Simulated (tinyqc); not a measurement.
On-chip interconnect, size-dependent resistivity and RC delay: two steps of the calculation.

A rectangular line between two neighbours and two ground planes. Surface and grain-boundary scattering are added to the bulk resistivity as corrections; capacitances are parallel-plate values without fringing; inductance is ignored.

Inputs (values chosen for the exercise); metal values close to those of copper:
- rho0 = 1.7 uohm cm (bulk resistivity)
- lam = 41.1 nm (bulk mean free path)
- ps = 0 (specular share of surface scattering)
- Rg = 0.48 (reflection coefficient of grain boundaries)
- gr = 2 (grain size over the metal width)
- wd = 57 nm (drawn line width)
- AR = 2.5 (aspect ratio, height over width)
- tl = 1.7 nm (liner on both walls and the bottom, not conducting)
- sp = 86 nm (space to the neighbouring lines)
- hd = 92 nm (dielectric height to the planes above and below)
- ek = 3.9 (relative permittivity of the dielectric)
- Mf = 0 (Miller factor of the neighbours)
- Rd = 11000 ohm (driver resistance)
- dt = 7.1 ps (time step)

Constants: eps0 = 8.8541878128e-12 F/m. Results are converted to the units shown.

Problem 1. Resistivity, resistance and capacitance per length. Metal width x = wd - 2 tl, height y = AR wd - tl; grain boundaries (Mayadas-Shatzkes): al = (lam/(gr x)) Rg/(1 - Rg), g = 1/[1 - 3 al/2 + 3 al^2 - 3 al^3 ln(1 + 1/al)] - 1; surfaces (Fuchs-Sondheimer, thick limit): s = (3/8) lam (1 - ps)(1/x + 1/y); rho = rho0 (1 + g + s); r = rho/(x y); c = eps0 ek (2 wd/hd + 2 Mf AR wd/sp).

Give: x; y; al; g; s; rho; r; c.

Solution 1.

x = 53.60 nm
y = 140.8 nm
al = 0.3539
g = 0.5004
s = 0.3970
rho = 3.226 uohm cm
r = 4.274 ohm/um
c = 0.04279 fF/um

Problem 2. Node voltages after a time step. A 1 V step is applied behind Rd at t = 0. C dv/dt = -G v + b, with G the conductance matrix of the ladder (1/Rs between neighbours, 1/Rd added at node 0) and b = (1 V/Rd, 0, ...). Trapezoidal step: (C/dt + G/2) v(new) = (C/dt - G/2) v + b.

Rs = 36.330515 ohm

| node | C (fF) | v at t = 1 dt (V) |
|---|---|---|
| 0 | 0.18185251 | 0.24629017 |
| 1 | 0.36370501 | 0.24095643 |
| 2 | 0.36370501 | 0.23651956 |
| 3 | 0.36370501 | 0.23296305 |
| 4 | 0.36370501 | 0.23027365 |
| 5 | 0.36370501 | 0.22844137 |
| 6 | 0.42185251 | 0.22745938 |

Wanted: v at t = 2 dt.

Solution 2.

| node | v at t = 2 dt (V) |
|---|---|
| 0 | 0.41002 |
| 1 | 0.41122 |
| 2 | 0.41216 |
| 3 | 0.41287 |
| 4 | 0.41338 |
| 5 | 0.41372 |
| 6 | 0.41390 |

Computed by the program tinyqc: `OMP_NUM_THREADS=1 python tinyqc.py 2100072 2100073 out.jsonl`, one thread of a shared Intel Xeon 2.30GHz, about 0.01 s for the whole run.
